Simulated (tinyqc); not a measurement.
Velocity against field: two-valley model of the transferred-electron effect. Computed by tinyqc, a small Python program. Command: `OMP_NUM_THREADS=1 python tinyqc.py 3002241 3002242 out.jsonl gunn walk`. One thread of a shared host (Intel(R) Xeon(R) Processor @ 2.30GHz), about 0.01 s of CPU time with the checks.

Both kinds of valley share one electron temperature T_e, and each has a constant mobility.

Inputs (values chosen for the exercise, modelled on GaN):
```
quantity                       value        unit
central-valley mass m1           0.2         m_0
satellite-valley mass m2        0.43         m_0
satellite valleys Z                6           -
valley separation dE             1.2          eV
central-valley mobility mu1      910  cm^2/(V s)
satellite-valley mobility mu2     67  cm^2/(V s)
energy relaxation time tau_E   0.064          ps
lattice temperature T             77           K
electric field F                  68       kV/cm
```

Solver: damped fixed point.

Constants: k_B = 8.617333262e-05 eV/K.

Method. Density-of-states ratio R = Z (m2/m1)^(3/2); n2/n1 = R exp(-dE/(k_B T_e)); mean mobility mu = (mu1 + mu2 n2/n1)/(1 + n2/n1); energy balance e mu F^2 = (3/2) k_B (T_e - T)/tau_E; v = mu F.

low-field mobility = 910 cm^2/(V s)

R = 18.9151

The curve:
```
F (kV/cm)     T_e (K)  share in the satellites (%)  v (1e7 cm/s)  low-field line (1e7 cm/s)
6.8        9.7834e+01                   2.8880e-59        0.6188                     0.6188
17.0       2.0721e+02                   1.2324e-26        1.5470                     1.5470
34.0       5.9785e+02                   1.4489e-07        3.0940                     3.0940
48.0       1.1150e+03                   7.1279e-03        4.3677                     4.3680
68.0       2.1117e+03                   2.5225e+00        6.0434                     6.1880
95.0       3.3130e+03                   2.2042e+01        6.8798                     8.6450
140.0      4.7725e+03                   5.0552e+01        6.7738                    12.7400
200.0      6.5409e+03                   6.9232e+01        6.5275                    18.2000
340.0      1.1310e+04                   8.4667e+01        6.6727                    30.9400
680.0      3.0321e+04                   9.2278e+01        8.9827                    61.8800
```

What does the comparison show, and why?

v falls between 95 and 200 kV/cm, while the share in the slow valleys goes from 22 to 69 %: transfer outruns the rise of the field. With constant mobilities n2/n1 tends to R and v ends on the line (mu1 + R mu2) F/(1 + R), a mobility of 109; real satellites saturate instead. Rows with T_e above 3000 K lie outside the range of a Maxwellian in parabolic valleys.

Extremes, crossings and ranges named in words are read from the listed rows.
